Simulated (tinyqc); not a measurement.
Surface orientation and number of bands: six-band hole subbands of a thin body in a field.

Basis X, Y, Z times spin, hole energies counted downwards from the unstrained edge (the hydrostatic shift is left out), c = hbar^2/2m0. For a symmetric tensor T let C(T) have C_XX = L Txx + M (Tyy + Tzz), C_XY = N Txy (cyclic), L = c (g1 + 4 g2), M = c (g1 - 2 g2), N = 6 c g3. k = q + kz n, n the unit normal, q = k1 u + k2 v with u along the channel [1-10] and v = n x u. H = C(k k^T) + (Dso/3)(1 - L.sigma) - B + e F z with (L_k)_ij = -i epsilon_kij; B is the block C built from the traceless strain with 2b, -b and sqrt(3) d in place of L, M, N. Strain: exx = eyy = (s11 + s12) sx/2, ezz = s12 sx, exy = -s44 sx/4. Hard walls at z = 0 and t; basis sin(j pi z/t), j = 1 to Nz: kz^2 = (j pi/t)^2, kz = -i D with D_jl = 4 j l/(t (j^2 - l^2)), z_jj = t/2 and z_jl = -8 t j l/(pi (j^2 - l^2))^2 for j + l odd; 1 MV/cm = 0.01 eV/angstrom.

Nz = 14. E1 is the top subband at q = 0, gap the distance to the next pair, and the masses are c q^2/(E(q) - E1) at |q| = 0.02 1/angstrom (mean of the spin pair) along the channel [1-10] and across it in the plane; a dash marks a band that does not rise.

Constants: hbar^2/2m0 = 3.80998211 eV angstrom^2.

Values chosen for the exercise (near those of a p-type Si channel; the results hold for these values, not for the real material): g1 = 4.28 (Luttinger gamma1); g2 = 0.34 (gamma2); g3 = 1.44 (gamma3); Dso = 0.044 eV (spin-orbit splitting); b = -2.06 eV (tetragonal potential); d = -4.89 eV (trigonal potential); S = (7.68, -2.18, 12.67) 1/TPa (compliances s11, s12, s44); t = 95 angstrom (body thickness); F = 0.2 MV/cm (field across the body); sx = 1 GPa (stress along the channel [1-10], negative in compression).

Three faces, six bands; and four bands, with Dso set to 1000 eV.

Results:
```
case,E1 (meV),gap (meV),m channel,m across
(001) 6 bands,76.5,21.7,1.972,0.257
(001) 4 bands,77.7,32.4,1.286,0.189
(110) 6 bands,73.8,15.7,0.232,0.296
(110) 4 bands,77.5,24.5,0.223,0.268
(111) 6 bands,55.5,46.5,0.524,0.156
(111) 4 bands,67.9,36.9,0.277,0.168
```

What can be read from this table?

With six bands the top subband is shallowest on (111) (55.5 meV) and deepest on (001). Without the stress E1 would be 88.9, 50.2 and 64.8 meV, so the stress moves it by -12.3, 23.6 and -9.4 meV. The lightest channel mass is on (110) (0.232 m0). Dropping the split-off band moves E1 by 1.2, 3.7 and 12.5 meV and the gap by 10.7, 8.8 and -9.6 meV on the three faces, with Dso = 44 meV.

Program tinyqc; command `OMP_NUM_THREADS=1 python tinyqc.py 1282045 1282046 out.jsonl`; about 0.6 s on one thread of a shared Intel(R) Xeon(R) Processor @ 2.30GHz.
